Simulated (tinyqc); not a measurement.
# Biaxially strained (001) channel, valley splitting in an inversion layer: effect of the inversion density

A thin layer grown on a relaxed buffer is stretched in the plane. The two valleys with their long axis along the growth direction (D2) sink against the four in-plane ones (D4); confinement in a triangular well splits them too. Only the lowest subband of each set is kept; one relaxation time, so the weakening of intervalley scattering is left out.

e_par = b1 x, e_perp = -2 (c12/c11) e_par, splitting D = Xu (e_par - e_perp), in-plane stress (c11 + c12 - 2 c12^2/c11) e_par. Levels E(m) = 2.33811 (hbar^2 q^2 F^2/(2 m))^(1/3): E2 = E(ml), E4 = E(mt) + D; N2 = 2 mt kB T/(pi hbar^2), N4 = 4 sqrt(mt ml) kB T/(pi hbar^2). EF solves Ns = N2 ln(1 + exp((EF - E2)/Vt)) + N4 ln(1 + exp((EF - E4)/Vt)); f2 is the share in D2, and 1/mc = f2/mt + (1 - f2)(1/mt + 1/ml)/2. The gain is mc(x = 0)/mc.

Parameters, values chosen for the exercise; values close to those of silicon on relaxed silicon-germanium: temperature T = 325 K; germanium share of the relaxed buffer x = 0.37; lattice mismatch per unit x b1 = 0.0418; elastic constant c11 = 168 GPa; elastic constant c12 = 63.7 GPa; shear deformation potential Xu = 8.92 eV; longitudinal mass ml = 0.923 m0; transverse mass mt = 0.191 m0; confining field F = 1.15 MV/cm.

Constants: q = 1.602176634e-19 C, kB = 1.380649e-23 J/K, hbar = 1.054571817e-34 J s, m0 = 9.1093837015e-31 kg, Vt = kB T/q, hbar^2/(2 m0) = 0.0380998212 eV nm^2. Results are converted to the units shown.

The same in every row: D (meV) = 242.6.

Effect of the inversion density:

| Ns (cm^-2) | f2 without strain | f2 | mc (m0) | gain |
|---|---|---|---|---|
| 2e11 | 0.9612 | 1.000 | 0.1910 | 1.016 |
| 3.9e11 | 0.9604 | 1.000 | 0.1910 | 1.016 |
| 7.5e11 | 0.9589 | 1.000 | 0.1910 | 1.017 |
| 1.4e12 | 0.9560 | 1.000 | 0.1910 | 1.018 |
| 2.8e12 | 0.9490 | 1.000 | 0.1910 | 1.021 |
| 5.4e12 | 0.9325 | 1.000 | 0.1910 | 1.028 |
| 1e13 | 0.8911 | 1.000 | 0.1910 | 1.045 |
| 2e13 | 0.7664 | 0.9999 | 0.1910 | 1.102 |

What does the table show?

As Ns goes from 2e11 to 2e13 cm^-2, f2 stays near 1.00 (without strain: it falls from 0.961 to 0.766) and the gain rises from 1.02 to 1.10. At Ns = 2e13 cm^-2 the second D2 subband, left out here, lies within 2 Vt of EF or below it.

Computed by the program tinyqc: `OMP_NUM_THREADS=1 python tinyqc.py 2530016 2530017 out.jsonl`, one thread of a shared Intel Xeon 2.30GHz, about 0.01 s for the whole run.
